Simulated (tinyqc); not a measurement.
Field emission through a triangular barrier, exact transmission by Airy functions: one step of the calculation.

The left lead has its band edge at 0; for x > 0 the edge falls without end, U(x) = U0 - F x, with mass m1. No transverse momentum; C = hbar^2/(2 m0); psi and psi'/m are continuous at x = 0. The outgoing solution is Bi(z) + i Ai(z).

Question. Scaled variables. Energy scale e = (C F^2/m1)^(1/3), z(x) = (U(x) - E)/e, s = (dz/dx)/m1 = -F/(e m1); v = k/m in a lead. vL = sqrt(mL E/C)/mL.

Values chosen for this exercise; U0 - E and the mass are of the order of those of silicon dioxide on silicon:
```
symbol  value  unit                meaning
mL       0.36    m0  mass in the left lead
U0       3.41    eV  barrier edge at x = 0
m1       0.48    m0    mass in the barrier
E        0.36    eV        electron energy
F         4.9  V/nm   field in the barrier
```

Constants: q = 1.602176634e-19 C, hbar = 1.054571817e-34 J s, m0 = 9.1093837015e-31 kg, hbar^2/(2 m0) = 0.0380998212 eV nm^2. Results are converted to the units shown.

Wanted: e; z(0); s; vL; turning point (U0 - E)/F.

Answer.

e = 1.2398 eV
z(0) = 2.4600
s = -8.2337 1/nm
vL = 5.1232 1/nm
turning point (U0 - E)/F = 0.62245 nm

Range of the model: Masses are held fixed, although real bands cease to be parabolic a few tenths of an eV from their edges. The field of 49.0 MV/cm is more than most dielectrics sustain; the model ignores breakdown.

Numbers from tinyqc (`OMP_NUM_THREADS=1 python tinyqc.py 2580024 2580025 out.jsonl`; about 0.01 s on one thread of a shared Intel Xeon 2.30GHz).
